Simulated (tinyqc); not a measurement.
Non-parabolicity of the conduction band: eight-band Kane k.p model.

Eight-band Kane model, basis S, X, Y, Z times spin, zero of energy at the top of the unstrained valence band, c = hbar^2/2m0. Within each spin: H_SS = Eg + A c k^2, H_SX = i P kx (likewise Y, Z), H_XX = -Dso/3 + L kx^2 + M (ky^2 + kz^2), H_XY = N kx ky, and cyclic. Spin-orbit term (Dso/3) L.sigma on X, Y, Z with (L_k)_ij = -i epsilon_kij: <X+|H|Y+> = -i Dso/3, <X+|H|Z-> = Dso/3, <Y+|H|Z-> = -i Dso/3, <Z+|H|X-> = -Dso/3, <Z+|H|Y-> = i Dso/3, <X-|H|Y-> = i Dso/3, and their conjugates; + and - are the spin along z. Terms from inversion asymmetry are left out, so every level is twofold.

P = sqrt(Ep c); A = 1/me - Ep (Eg + 2 Dso/3)/(Eg (Eg + Dso)) keeps the electron mass; g1' = g1 - Ep/(3 Eg), g2' = g2 - Ep/(6 Eg), g3' = g3 - Ep/(6 Eg) remove the coupling to S that the Luttinger values already hold; L = -c (g1' + 4 g2'), M = -c (g1' - 2 g2'), N = -6 c g3'.

Constants: hbar^2/2m0 = 3.80998211 eV angstrom^2.

Values chosen for the exercise (near those of InAs; shifted at random, so the results belong to these values and not to a real crystal):
- Eg = 0.414 eV (gap at Gamma to the s-like level)
- Dso = 0.391 eV (spin-orbit splitting)
- Ep = 21.5 eV (Kane energy)
- me = 0.0261 m0 (electron mass at Gamma)
- g1 = 19.97 (Luttinger gamma1)
- g2 = 8.48 (gamma2)
- g3 = 9.22 (gamma3)
- kmax = 0.04 1/angstrom (end of the path)

Unstrained, along [100], six points up to kmax. Parabolic: E = c k^2/me. Two-band form: E (1 + alpha E) = c k^2/me with alpha = (1 - me)^2/Eg. The column alpha(k) solves that form for alpha with the eight-band energy. Energies from the conduction edge.

Energies:
```
|k| (1/angstrom)  parabolic (eV)  two-band (eV)  eight-band (eV)  alpha(k) (1/eV)  parabolic / eight-band
0.0067                    0.0065         0.0064           0.0064            2.608                   1.017
0.0133                    0.0260         0.0246           0.0244            2.624                   1.064
0.0200                    0.0584         0.0522           0.0514            2.648                   1.136
0.0267                    0.1038         0.0866           0.0846            2.680                   1.227
0.0333                    0.1622         0.1259           0.1218            2.718                   1.331
0.0400                    0.2336         0.1685           0.1615            2.760                   1.446
```

alpha = 2.291 1/eV

What can be read from this table?

At the last point the parabola lies a factor 1.45 above the eight-band value, and the two-band form 7.0 meV above it. The parabola stays within 5 % up to |k| = 0.0067 1/angstrom of the points listed. alpha(k) goes from 2.608 to 2.760 1/eV, a spread of 5.8 % over this range; the simple rule gives 2.291, 12 % below the first value, as it knows neither Dso nor the remote terms.

tinyqc: `OMP_NUM_THREADS=1 python tinyqc.py 1080802 1080803 out.jsonl`; about 0.01 s, one thread, shared Intel(R) Xeon(R) Processor @ 2.30GHz.
